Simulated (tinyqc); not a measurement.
Worked calculation (part 1 of 2): ROHF in the sto-3g basis, for BeH, spin multiplicity 2. Computed by tinyqc, a small Python program that keeps every step (integrals from PySCF). Settings: charge = 0, multiplicity = 2, basis = sto-3g, energy threshold = 1e-09, iteration cap = 53, orthogonalisation = symmetric, start = highest core orbitals, DIIS depth = 3, method = ROHF. Command: `OMP_NUM_THREADS=1 python tinyqc.py 31230 31231 out.jsonl` (the two numbers bound the seeds that draw the settings). One thread of a shared host (Intel(R) Xeon(R) Processor @ 2.60GHz), about 0.06 s of CPU time with the checks. Later iterations appear only in the table of the cycle.

## One-electron integrals

Geometry (angstrom):
```
atom       x       y       z
Be    0.0000  0.0000  0.0000
H     0.0000  0.0000  1.2880
```

Basis sto-3g: exponents (1/bohr^2) and contraction coefficients of normalised primitives:
```
element  l (shell)  exponent  coefficient
Be           s (1)   30.1679       0.1543
Be           s (1)    5.4951       0.5353
Be           s (1)    1.4872       0.4446
Be           s (2)    1.3148      -0.1000
Be           s (2)    0.3055       0.3995
Be           s (2)    0.0994       0.7001
Be           p (3)    1.3148       0.1559
Be           p (3)    0.3055       0.6077
Be           p (3)    0.0994       0.3920
H            s (1)    3.4253       0.1543
H            s (1)    0.6239       0.5353
H            s (1)    0.1689       0.4446
```

Overlap, kinetic and nuclear-attraction integrals over the contracted functions; the nuclear repulsion is the sum of Za Zb / Rab.

nuclear repulsion = 1.643407 hartree

overlap S:
```
         1Be 1s  1Be 2s  1Be 2px  1Be 2py  1Be 2pz   2H 1s
1Be 1s   1.0000  0.2595   0.0000   0.0000   0.0000  0.0779
1Be 2s   0.2595  1.0000   0.0000   0.0000   0.0000  0.4811
1Be 2px  0.0000  0.0000   1.0000   0.0000   0.0000  0.0000
1Be 2py  0.0000  0.0000   0.0000   1.0000   0.0000  0.0000
1Be 2pz  0.0000  0.0000   0.0000   0.0000   1.0000  0.5400
2H 1s    0.0779  0.4811   0.0000   0.0000   0.5400  1.0000
```

kinetic energy T (hartree):
```
          1Be 1s   1Be 2s  1Be 2px  1Be 2py  1Be 2pz    2H 1s
1Be 1s    6.6940  -0.0330   0.0000   0.0000   0.0000  -0.0167
1Be 2s   -0.0330   0.2111   0.0000   0.0000   0.0000   0.0774
1Be 2px   0.0000   0.0000   0.6606   0.0000   0.0000   0.0000
1Be 2py   0.0000   0.0000   0.0000   0.6606   0.0000   0.0000
1Be 2pz   0.0000   0.0000   0.0000   0.0000   0.6606   0.2117
2H 1s    -0.0167   0.0774   0.0000   0.0000   0.2117   0.7600
```

nuclear attraction V (hartree):
```
           1Be 1s   1Be 2s  1Be 2px  1Be 2py  1Be 2pz    2H 1s
1Be 1s   -14.9719  -2.0059   0.0000   0.0000  -0.0195  -0.6066
1Be 2s    -2.0059  -2.6933   0.0000   0.0000  -0.1547  -1.3376
1Be 2px    0.0000   0.0000  -2.6340   0.0000   0.0000   0.0000
1Be 2py    0.0000   0.0000   0.0000  -2.6340   0.0000   0.0000
1Be 2pz   -0.0195  -0.1547   0.0000   0.0000  -2.7565  -1.4902
2H 1s     -0.6066  -1.3376   0.0000   0.0000  -1.4902  -2.8539
```

core Hamiltonian H = T + V (hartree):
```
          1Be 1s   1Be 2s  1Be 2px  1Be 2py  1Be 2pz    2H 1s
1Be 1s   -8.2780  -2.0389   0.0000   0.0000  -0.0195  -0.6233
1Be 2s   -2.0389  -2.4822   0.0000   0.0000  -0.1547  -1.2602
1Be 2px   0.0000   0.0000  -1.9734   0.0000   0.0000   0.0000
1Be 2py   0.0000   0.0000   0.0000  -1.9734   0.0000   0.0000
1Be 2pz  -0.0195  -0.1547   0.0000   0.0000  -2.0959  -1.2785
2H 1s    -0.6233  -1.2602   0.0000   0.0000  -1.2785  -2.0939
```

## Two-electron integrals

Functions are numbered as in S; the eight-fold symmetry (ij|kl) = (ji|kl) = (kl|ij) leaves the list below.

Two-electron integrals (ij|kl) in chemists' order, unique and non-zero (hartree):
```
(11|11) 2.2988   (21|11) 0.3920   (21|21) 0.0795   (22|11) 0.5710
(22|21) 0.1430   (22|22) 0.4177   (31|31) 0.0146   (32|31) 0.0219
(32|32) 0.0923   (33|11) 0.5696   (33|21) 0.1431   (33|22) 0.4176
(33|33) 0.4499   (41|41) 0.0146   (42|41) 0.0219   (42|42) 0.0923
(43|43) 0.0242   (44|11) 0.5696   (44|21) 0.1431   (44|22) 0.4176
(44|33) 0.4014   (44|44) 0.4499   (51|51) 0.0146   (52|51) 0.0219
(52|52) 0.0923   (53|53) 0.0242   (54|54) 0.0242   (55|11) 0.5696
(55|21) 0.1431   (55|22) 0.4176   (55|33) 0.4014   (55|44) 0.4014
(55|55) 0.4499   (61|11) 0.1168   (61|21) 0.0237   (61|22) 0.0428
(61|33) 0.0425   (61|44) 0.0425   (61|51) 0.0021   (61|52) 0.0040
(61|55) 0.0435   (61|61) 0.0074   (62|11) 0.2422   (62|21) 0.0613
(62|22) 0.1902   (62|33) 0.1835   (62|44) 0.1835   (62|51) 0.0081
(62|52) 0.0461   (62|55) 0.2035   (62|61) 0.0201   (62|62) 0.1213
(63|31) 0.0061   (63|32) 0.0273   (63|53) 0.0084   (63|63) 0.0124
(64|41) 0.0061   (64|42) 0.0273   (64|54) 0.0084   (64|64) 0.0124
(65|11) 0.2459   (65|21) 0.0631   (65|22) 0.2055   (65|33) 0.1934
(65|44) 0.1934   (65|51) 0.0133   (65|52) 0.0725   (65|55) 0.2295
(65|61) 0.0218   (65|62) 0.1501   (65|65) 0.1939   (66|11) 0.4061
(66|21) 0.1048   (66|22) 0.3604   (66|33) 0.3343   (66|44) 0.3343
(66|51) 0.0176   (66|52) 0.1241   (66|55) 0.4121   (66|61) 0.0356
(66|62) 0.2823   (66|65) 0.3735   (66|66) 0.7746
```

## Orthogonalisation

S = U s U^T; symmetric (Loewdin) form X = U s^(-1/2) U^T, so that X^T S X = 1.

eigenvalues of S: 0.2699  0.7933  1.0000  1.0000  1.1696  1.7671

X:
```
          1Be 1s   1Be 2s  1Be 2px  1Be 2py  1Be 2pz    2H 1s
1Be 1s    1.0275  -0.1457   0.0000   0.0000  -0.0111   0.0191
1Be 2s   -0.1457   1.1786   0.0000   0.0000   0.1678  -0.3850
1Be 2px   0.0000   0.0000   1.0000   0.0000   0.0000   0.0000
1Be 2py   0.0000   0.0000   0.0000   1.0000   0.0000   0.0000
1Be 2pz  -0.0111   0.1678   0.0000   0.0000   1.1851  -0.4261
2H 1s     0.0191  -0.3850   0.0000   0.0000  -0.4261   1.3330
```

## Starting guess

The start is the highest orbitals of the core Hamiltonian (a deliberately bad start); D(s) = C_occ C_occ^T for each spin.

D(alpha) at the start:
```
          1Be 1s   1Be 2s  1Be 2px  1Be 2py  1Be 2pz    2H 1s
1Be 1s    0.0387  -0.2034   0.0000   0.0000   0.0356   0.1414
1Be 2s   -0.2034   1.2032   0.0000   0.0000   0.2260  -1.1944
1Be 2px   0.0000   0.0000   0.2078  -0.4057   0.0000   0.0000
1Be 2py   0.0000   0.0000  -0.4057   0.7922   0.0000   0.0000
1Be 2pz   0.0356   0.2260   0.0000   0.0000   1.3193  -1.2723
2H 1s     0.1414  -1.1944   0.0000   0.0000  -1.2723   2.0458
```

D(beta) at the start:
```
          1Be 1s   1Be 2s  1Be 2px  1Be 2py  1Be 2pz    2H 1s
1Be 1s    0.0387  -0.2034   0.0000   0.0000   0.0356   0.1414
1Be 2s   -0.2034   1.2032   0.0000   0.0000   0.2260  -1.1944
1Be 2px   0.0000   0.0000   0.0000   0.0000   0.0000   0.0000
1Be 2py   0.0000   0.0000   0.0000   0.0000   0.0000   0.0000
1Be 2pz   0.0356   0.2260   0.0000   0.0000   1.3193  -1.2723
2H 1s     0.1414  -1.1944   0.0000   0.0000  -1.2723   2.0458
```

## Iteration 1: building the Fock matrix

J_ij = sum D_kl (ij|kl) with D = D(alpha) + D(beta), K_ij = sum D_kl (ik|jl) for each spin; F = H + J - K(s); E = tr D H + tr D J / 2 - 0.5 sum_s tr D(s) K(s) + E_nn.

Coulomb J (hartree):
```
          1Be 1s  1Be 2s  1Be 2px  1Be 2py  1Be 2pz   2H 1s
1Be 1s    2.6244  0.6583   0.0000   0.0000  -0.0113  0.1965
1Be 2s    0.6583  1.9960   0.0000   0.0000   0.0076  1.0130
1Be 2px   0.0000  0.0000   1.9336  -0.0197   0.0000  0.0000
1Be 2py   0.0000  0.0000  -0.0197   1.9619   0.0000  0.0000
1Be 2pz  -0.0113  0.0076   0.0000   0.0000   2.0913  1.1654
2H 1s     0.1965  1.0130   0.0000   0.0000   1.1654  2.2894
```

exchange K(alpha) (hartree):
```
          1Be 1s   1Be 2s  1Be 2px  1Be 2py  1Be 2pz   2H 1s
1Be 1s    0.0451   0.0447   0.0000   0.0000  -0.0145  0.0048
1Be 2s    0.0447   0.3551   0.0000   0.0000  -0.2134  0.0619
1Be 2px   0.0000   0.0000   0.1878  -0.1727   0.0000  0.0000
1Be 2py   0.0000   0.0000  -0.1727   0.4366   0.0000  0.0000
1Be 2pz  -0.0145  -0.2134   0.0000   0.0000   0.3636  0.0998
2H 1s     0.0048   0.0619   0.0000   0.0000   0.0998  0.4454
```

exchange K(beta) (hartree):
```
          1Be 1s   1Be 2s  1Be 2px  1Be 2py  1Be 2pz    2H 1s
1Be 1s    0.0305   0.0228   0.0000   0.0000  -0.0145  -0.0013
1Be 2s    0.0228   0.2628   0.0000   0.0000  -0.2134   0.0345
1Be 2px   0.0000   0.0000   0.0751   0.0000   0.0000   0.0000
1Be 2py   0.0000   0.0000   0.0000   0.0751   0.0000   0.0000
1Be 2pz  -0.0145  -0.2134   0.0000   0.0000   0.3394   0.0914
2H 1s    -0.0013   0.0345   0.0000   0.0000   0.0914   0.4331
```

F(alpha) (hartree):
```
          1Be 1s   1Be 2s  1Be 2px  1Be 2py  1Be 2pz    2H 1s
1Be 1s   -5.6987  -1.4253   0.0000   0.0000  -0.0163  -0.4316
1Be 2s   -1.4253  -0.8413   0.0000   0.0000   0.0662  -0.3090
1Be 2px   0.0000   0.0000  -0.2276   0.1530   0.0000   0.0000
1Be 2py   0.0000   0.0000   0.1530  -0.4481   0.0000   0.0000
1Be 2pz  -0.0163   0.0662   0.0000   0.0000  -0.3683  -0.2129
2H 1s    -0.4316  -0.3090   0.0000   0.0000  -0.2129  -0.2499
```

F(beta) (hartree):
```
          1Be 1s   1Be 2s  1Be 2px  1Be 2py  1Be 2pz    2H 1s
1Be 1s   -5.6841  -1.4034   0.0000   0.0000  -0.0163  -0.4254
1Be 2s   -1.4034  -0.7490   0.0000   0.0000   0.0662  -0.2817
1Be 2px   0.0000   0.0000  -0.1150  -0.0197   0.0000   0.0000
1Be 2py   0.0000   0.0000  -0.0197  -0.0866   0.0000   0.0000
1Be 2pz  -0.0163   0.0662   0.0000   0.0000  -0.3440  -0.2045
2H 1s    -0.4254  -0.2817   0.0000   0.0000  -0.2045  -0.2375
```

total energy of this density = -3.542005 hartree

## Iteration 1: Roothaan effective Fock matrix

With projectors Pc = D(beta) S, Po = (D(alpha) - D(beta)) S, Pv = 1 - D(alpha) S, the block xy is Px^T F Py; with Fc = (F(alpha) + F(beta))/2, the blocks are Fc for cc, oo, vv and cv, F(beta) for co and F(alpha) for ov.

effective F (hartree):
```
          1Be 1s   1Be 2s  1Be 2px  1Be 2py  1Be 2pz    2H 1s
1Be 1s   -5.6914  -1.4143   0.0000   0.0000  -0.0163  -0.4285
1Be 2s   -1.4143  -0.7951   0.0000   0.0000   0.0662  -0.2953
1Be 2px   0.0000   0.0000  -0.1713   0.0667   0.0000   0.0000
1Be 2py   0.0000   0.0000   0.0667  -0.2673   0.0000   0.0000
1Be 2pz  -0.0163   0.0662   0.0000   0.0000  -0.3561  -0.2087
2H 1s    -0.4285  -0.2953   0.0000   0.0000  -0.2087  -0.2437
```

## Iteration 1: diagonalisation and new density

Diagonalise F' = X^T F X, C = X C', fill 3 alpha and 2 beta electrons from the bottom; D(s) = C_occ C_occ^T. Each column has its largest component positive (the first on a tie).

F' = X^T F X (hartree):
```
         1        2        3        4        5        6
1  -5.6172  -0.6113   0.0000   0.0000  -0.0236  -0.1121
2  -0.6113  -0.5119   0.0000   0.0000   0.1222  -0.1249
3   0.0000   0.0000  -0.1713   0.0667   0.0000   0.0000
4   0.0000   0.0000   0.0667  -0.2673   0.0000   0.0000
5  -0.0236   0.1222   0.0000   0.0000  -0.2866  -0.1473
6  -0.1121  -0.1249   0.0000   0.0000  -0.1473  -0.0565
```

orbital energies (hartree): MO1 -5.6923, MO2 -0.5108, MO3 -0.3344, MO4 -0.3015, MO5 -0.1372, MO6 0.0652

coefficients C:
```
             MO1      MO2      MO3      MO4     MO5      MO6
1Be 1s    1.0034  -0.2312  -0.1028   0.0000  0.0000   0.0820
1Be 2s   -0.0142   0.9566   0.3272   0.0000  0.0000  -0.7513
1Be 2px   0.0000   0.0000   0.0000  -0.4558  0.8901   0.0000
1Be 2py   0.0000   0.0000   0.0000   0.8901  0.4558   0.0000
1Be 2pz   0.0018  -0.4097   0.7409   0.0000  0.0000  -0.9474
2H 1s     0.0026  -0.0560   0.2585   0.0000  0.0000   1.4273
```

D(alpha) after iteration 1:
```
          1Be 1s   1Be 2s  1Be 2px  1Be 2py  1Be 2pz    2H 1s
1Be 1s    1.0708  -0.2691   0.0000   0.0000   0.0204  -0.0110
1Be 2s   -0.2691   1.0224   0.0000   0.0000  -0.1495   0.0310
1Be 2px   0.0000   0.0000   0.0000   0.0000   0.0000   0.0000
1Be 2py   0.0000   0.0000   0.0000   0.0000   0.0000   0.0000
1Be 2pz   0.0204  -0.1495   0.0000   0.0000   0.7168   0.2144
2H 1s    -0.0110   0.0310   0.0000   0.0000   0.2144   0.0699
```

D(beta) after iteration 1:
```
          1Be 1s   1Be 2s  1Be 2px  1Be 2py  1Be 2pz    2H 1s
1Be 1s    1.0603  -0.2354   0.0000   0.0000   0.0966   0.0156
1Be 2s   -0.2354   0.9153   0.0000   0.0000  -0.3919  -0.0536
1Be 2px   0.0000   0.0000   0.0000   0.0000   0.0000   0.0000
1Be 2py   0.0000   0.0000   0.0000   0.0000   0.0000   0.0000
1Be 2pz   0.0966  -0.3919   0.0000   0.0000   0.1678   0.0229
2H 1s     0.0156  -0.0536   0.0000   0.0000   0.0229   0.0031
```

## Iteration 2: building the Fock matrix

As before.

Coulomb J (hartree):
```
          1Be 1s   1Be 2s  1Be 2px  1Be 2py  1Be 2pz   2H 1s
1Be 1s    6.2503   1.1940   0.0000   0.0000  -0.0130  0.3548
1Be 2s    1.1940   2.3670   0.0000   0.0000  -0.0534  1.0414
1Be 2px   0.0000   0.0000   2.3420   0.0000   0.0000  0.0000
1Be 2py   0.0000   0.0000   0.0000   2.3420   0.0000  0.0000
1Be 2pz  -0.0130  -0.0534   0.0000   0.0000   2.4069  1.0991
2H 1s     0.3548   1.0414   0.0000   0.0000   1.0991  1.9138
```

exchange K(alpha) (hartree):
```
         1Be 1s  1Be 2s  1Be 2px  1Be 2py  1Be 2pz   2H 1s
1Be 1s   2.3428  0.4110   0.0000   0.0000   0.0003  0.1305
1Be 2s   0.4110  0.5401   0.0000   0.0000   0.0038  0.2996
1Be 2px  0.0000  0.0000   0.1216   0.0000   0.0000  0.0000
1Be 2py  0.0000  0.0000   0.0000   0.1216   0.0000  0.0000
1Be 2pz  0.0003  0.0038   0.0000   0.0000   0.5369  0.3348
2H 1s    0.1305  0.2996   0.0000   0.0000   0.3348  0.4472
```

exchange K(beta) (hartree):
```
          1Be 1s   1Be 2s  1Be 2px  1Be 2py  1Be 2pz    2H 1s
1Be 1s    2.3293   0.3960   0.0000   0.0000  -0.0066   0.1165
1Be 2s    0.3960   0.3988   0.0000   0.0000  -0.1895   0.0780
1Be 2px   0.0000   0.0000   0.0914   0.0000   0.0000   0.0000
1Be 2py   0.0000   0.0000   0.0000   0.0914   0.0000   0.0000
1Be 2pz  -0.0066  -0.1895   0.0000   0.0000   0.1689  -0.0215
2H 1s     0.1165   0.0780   0.0000   0.0000  -0.0215   0.0189
```

F(alpha) (hartree):
```
          1Be 1s   1Be 2s  1Be 2px  1Be 2py  1Be 2pz    2H 1s
1Be 1s   -4.3705  -1.2558   0.0000   0.0000  -0.0328  -0.3990
1Be 2s   -1.2558  -0.6553   0.0000   0.0000  -0.2119  -0.5184
1Be 2px   0.0000   0.0000   0.2471   0.0000   0.0000   0.0000
1Be 2py   0.0000   0.0000   0.0000   0.2471   0.0000   0.0000
1Be 2pz  -0.0328  -0.2119   0.0000   0.0000  -0.2259  -0.5141
2H 1s    -0.3990  -0.5184   0.0000   0.0000  -0.5141  -0.6273
```

F(beta) (hartree):
```
          1Be 1s   1Be 2s  1Be 2px  1Be 2py  1Be 2pz    2H 1s
1Be 1s   -4.3569  -1.2409   0.0000   0.0000  -0.0259  -0.3849
1Be 2s   -1.2409  -0.5140   0.0000   0.0000  -0.0186  -0.2968
1Be 2px   0.0000   0.0000   0.2773   0.0000   0.0000   0.0000
1Be 2py   0.0000   0.0000   0.0000   0.2773   0.0000   0.0000
1Be 2pz  -0.0259  -0.0186   0.0000   0.0000   0.1420  -0.1578
2H 1s    -0.3849  -0.2968   0.0000   0.0000  -0.1578  -0.1990
```

total energy of this density = -14.514404 hartree

## Iteration 2: Roothaan effective Fock matrix

As before.

effective F (hartree):
```
          1Be 1s   1Be 2s  1Be 2px  1Be 2py  1Be 2pz    2H 1s
1Be 1s   -4.3637  -1.2459   0.0000   0.0000  -0.0244  -0.3874
1Be 2s   -1.2459  -0.5709   0.0000   0.0000  -0.1022  -0.3990
1Be 2px   0.0000   0.0000   0.2622   0.0000   0.0000   0.0000
1Be 2py   0.0000   0.0000   0.0000   0.2622   0.0000   0.0000
1Be 2pz  -0.0244  -0.1022   0.0000   0.0000  -0.0467  -0.3474
2H 1s    -0.3874  -0.3990   0.0000   0.0000  -0.3474  -0.4301
```

## Iteration 2: DIIS over 2 matrices

error matrix X^T (FDS - SDF) X:
```
         1        2       3       4        5        6
1   0.0000   0.0602  0.0000  0.0000   0.0940  -0.0666
2  -0.0602   0.0000  0.0000  0.0000   0.1421   0.1898
3   0.0000   0.0000  0.0000  0.0000   0.0000   0.0000
4   0.0000   0.0000  0.0000  0.0000   0.0000   0.0000
5  -0.0940  -0.1421  0.0000  0.0000   0.0000   0.2651
6   0.0666  -0.1898  0.0000  0.0000  -0.2651   0.0000
```

B (overlaps of the stored error matrices):
```
               1              2
1  3.1467801e-02  3.0075028e-02
2  3.0075028e-02  2.8675389e-01
```

Minimise |sum c_i e_i|^2 with sum c_i = 1: solve [B -1; -1 0][c; lambda] = [0; -1] with B_ij = tr e_i^T e_j, and take F = sum c_i F_i.

DIIS coefficients: 0.9946  0.0054

extrapolated F (hartree):
```
          1Be 1s   1Be 2s  1Be 2px  1Be 2py  1Be 2pz    2H 1s
1Be 1s   -5.6842  -1.4134   0.0000   0.0000  -0.0163  -0.4283
1Be 2s   -1.4134  -0.7939   0.0000   0.0000   0.0653  -0.2959
1Be 2px   0.0000   0.0000  -0.1690   0.0663   0.0000   0.0000
1Be 2py   0.0000   0.0000   0.0663  -0.2645   0.0000   0.0000
1Be 2pz  -0.0163   0.0653   0.0000   0.0000  -0.3545  -0.2094
2H 1s    -0.4283  -0.2959   0.0000   0.0000  -0.2094  -0.2447
```

## Iteration 2: diagonalisation and new density

As before.

F' = X^T F X (hartree):
```
         1        2        3        4        5        6
1  -5.6099  -0.6116   0.0000   0.0000  -0.0236  -0.1119
2  -0.6116  -0.5102   0.0000   0.0000   0.1220  -0.1258
3   0.0000   0.0000  -0.1690   0.0663   0.0000   0.0000
4   0.0000   0.0000   0.0663  -0.2645   0.0000   0.0000
5  -0.0236   0.1220   0.0000   0.0000  -0.2839  -0.1488
6  -0.1119  -0.1258   0.0000   0.0000  -0.1488  -0.0567
```

orbital energies (hartree): MO1 -5.6851, MO2 -0.5087, MO3 -0.3343, MO4 -0.2984, MO5 -0.1350, MO6 0.0673

coefficients C:
```
             MO1      MO2      MO3      MO4     MO5      MO6
1Be 1s    1.0034  -0.2317  -0.1016   0.0000  0.0000   0.0825
1Be 2s   -0.0140   0.9579   0.3202   0.0000  0.0000  -0.7527
1Be 2px   0.0000   0.0000   0.0000  -0.4558  0.8901   0.0000
1Be 2py   0.0000   0.0000   0.0000   0.8901  0.4558   0.0000
1Be 2pz   0.0019  -0.4069   0.7382   0.0000  0.0000  -0.9508
2H 1s     0.0026  -0.0550   0.2651   0.0000  0.0000   1.4261
```

D(alpha) after iteration 2:
```
          1Be 1s   1Be 2s  1Be 2px  1Be 2py  1Be 2pz    2H 1s
1Be 1s    1.0707  -0.2686   0.0000   0.0000   0.0212  -0.0116
1Be 2s   -0.2686   1.0202   0.0000   0.0000  -0.1534   0.0321
1Be 2px   0.0000   0.0000   0.0000   0.0000   0.0000   0.0000
1Be 2py   0.0000   0.0000   0.0000   0.0000   0.0000   0.0000
1Be 2pz   0.0212  -0.1534   0.0000   0.0000   0.7104   0.2181
2H 1s    -0.0116   0.0321   0.0000   0.0000   0.2181   0.0733
```

D(beta) after iteration 2:
```
          1Be 1s   1Be 2s  1Be 2px  1Be 2py  1Be 2pz    2H 1s
1Be 1s    1.0604  -0.2360   0.0000   0.0000   0.0962   0.0153
1Be 2s   -0.2360   0.9177   0.0000   0.0000  -0.3898  -0.0528
1Be 2px   0.0000   0.0000   0.0000   0.0000   0.0000   0.0000
1Be 2py   0.0000   0.0000   0.0000   0.0000   0.0000   0.0000
1Be 2pz   0.0962  -0.3898   0.0000   0.0000   0.1655   0.0224
2H 1s     0.0153  -0.0528   0.0000   0.0000   0.0224   0.0030
```
